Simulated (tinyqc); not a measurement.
Effective mass of the heavy-hole band from tabulated energies: one step. The non-parabolic form. The numbers come from values chosen for the exercise (band of an eight-band Kane model near GaAs).

c = hbar^2/2m0.
Constants: hbar^2/2m0 = 3.80998211 eV angstrom^2.

Energies along [110], from the band edge downward:
```
k (1/angstrom)    E (meV)
0.0000000        0.000000
0.0170000        1.638700
0.0340000        6.443300
0.0510000       14.084400
0.0680000       24.034500
0.0850000       35.620200
0.1020000       48.115800
0.1190000       60.865400
0.1360000       73.387200
```

reference mass (curvature of the model at k = 0.0001 1/angstrom) = 0.6681443 m0

Problem. E (1 + alpha E) = c k^2/m means that y = c k^2/E is a straight line in E with intercept m and slope m alpha. Fit the line by unweighted least squares over points 1 to 8, E in eV.

Give: y; m; alpha.

Solution.

y (m0): 0.67193  0.68355  0.70360  0.73300  0.77280  0.82383  0.88643  0.96024

m = 0.64991 m0
alpha = 6.034 1/eV

The intercept errs by -2.73 %. For this band the scale of alpha is set by Dso = 0.337 eV as well as by the gap.

tinyqc: `OMP_NUM_THREADS=1 python tinyqc.py 1850045 1850046 out.jsonl`; about 0.01 s, one thread, shared Intel(R) Xeon(R) Processor @ 2.30GHz.
